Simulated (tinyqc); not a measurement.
# Which input was changed?

Model: five-frequency model of solute diffusion by vacancies in an fcc metal. Computed by tinyqc, a small Python program. Command: `OMP_NUM_THREADS=1 python tinyqc.py 3028779 3028780 out.jsonl fivefreq which`. One thread of a shared host (Intel(R) Xeon(R) Processor @ 2.30GHz), about 0.02 s of CPU time with the checks.

A vacancy next to the solute exchanges with it (w2), jumps to one of 4 sites that also neighbour the solute (w1) or to one of 7 that do not (w3); w4 is the reverse of w3 and w0 the host jump.

Inputs (values chosen for the exercise, for a model solute in a host close to copper):

| quantity | value | unit |
|---|---|---|
| barrier E0 (host jump) | 0.749 | eV |
| barrier E1 (vacancy circles the solute) | 0.739 | eV |
| barrier E2 (exchange) | 0.764 | eV |
| barrier E3 (dissociation) | 0.775 | eV |
| binding energy E_b (positive for attraction) | 0.094 | eV |
| vacancy formation energy E_f | 1.27 | eV |
| formation entropy S_f | 1 | k_B |
| attempt frequency nu | 5.4 | THz |
| lattice constant a | 3.61 | angstrom |
| temperature T | 684 | K |

Constants: k_B = 8.617333262e-05 eV/K.

Method:
- w_i = nu exp(-E_i/(k_B T)); detailed balance gives E4 = E3 - E_b.
- Manning: with y = w4/w0, 7F = 7 - (10 y^4 + 180.5 y^3 + 927 y^2 + 1341 y)/(2 y^4 + 40.2 y^3 + 254 y^2 + 597 y + 436); f2 = (2 w1 + 7F w3)/(2 w2 + 2 w1 + 7F w3).
- The mean cosine between successive solute jumps follows from f2 = (1 + c)/(1 - c).
- c_v = exp(S_f - E_f/(k_B T)); host D0 = a^2 c_v w0 x 0.7815; solute D2 = a^2 c_v exp(E_b/(k_B T)) w2 f2; 1 angstrom^2 = 1e-16 cm^2.

Problem. One of these inputs alone was changed, within the range given: barrier E1 (vacancy circles the solute) (0.3695 to 1.478); binding energy E_b (positive for attraction) (0.047 to 0.188); attempt frequency nu (2.7 to 10.8); vacancy formation energy E_f (0.635 to 2.54). Which one, and to what value?

Results:

| run | solute diffusivity D2 (cm^2/s) | ratio D2/D0 | correlation factor f2 |
|---|---|---|---|
| before | 7.352253e-17 | 3.698079 | 0.7565289 |
| after | 5.521393e-17 | 2.777183 | 0.7645316 |

Solution.

Each candidate set to reproduce solute diffusivity D2, and what it then gives:

| candidate | range searched | value needed | ratio D2/D0 | correlation factor f2 |
|---|---|---|---|---|
| barrier E1 (vacancy circles the solute) (eV) | 0.3695 to 1.478 | out of reach | - | - |
| binding energy E_b (positive for attraction) (eV) | 0.047 to 0.188 | 0.07650 | 2.7772 | 0.76453 |
| attempt frequency nu (THz) | 2.7 to 10.8 | 4.055 | 3.6981 | 0.75653 |
| vacancy formation energy E_f (eV) | 0.635 to 2.54 | 1.287 | 3.6981 | 0.75653 |

Only binding energy E_b (positive for attraction) fits every result: it went from 0.094 to 0.0765 eV. The next best candidate, vacancy formation energy E_f, misses one result by 33 %.
